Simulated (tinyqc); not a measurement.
Raman shift of the zone-centre optical phonon of a diamond-structure crystal under stress: one step, computed by the program tinyqc. Command: `OMP_NUM_THREADS=1 python tinyqc.py 3031578 3031579 out.jsonl ramanstress walk`. One thread of a shared host (Intel(R) Xeon(R) Processor @ 2.30GHz), about 0.01 s of CPU time with the checks.

Axes x, y, z are the cube axes. Strain shifts the threefold optical mode and can split it; p, q and r are the phonon deformation potentials.

Question. Stress and strain tensors. Uniaxial stress along the unit vector n of the axis: sigma_ij = sigma n_i n_j. eps_xx = S11 sigma_xx + S12 (sigma_yy + sigma_zz), and cyclic; eps_xy = S44 sigma_xy/2 (tensor strain).

Inputs (values chosen for the exercise, for a model crystal): stress sigma (tension positive) = -0.38 GPa.

Stress state: uniaxial. Axis: [110].

S44 = 9.009009 1/TPa

S11 = 5.014531 1/TPa

S12 = -1.607985 1/TPa

Give: stress; strain; volume strain.

Answer.

stress (GPa):
```
       x      y     z
x  -0.19  -0.19  0.00
y  -0.19  -0.19  0.00
z   0.00   0.00  0.00
```

strain (per mille):
```
         x        y       z
x  -0.6472  -0.8559  0.0000
y  -0.8559  -0.6472  0.0000
z   0.0000   0.0000  0.6110
```

volume strain = -0.6835 per mille
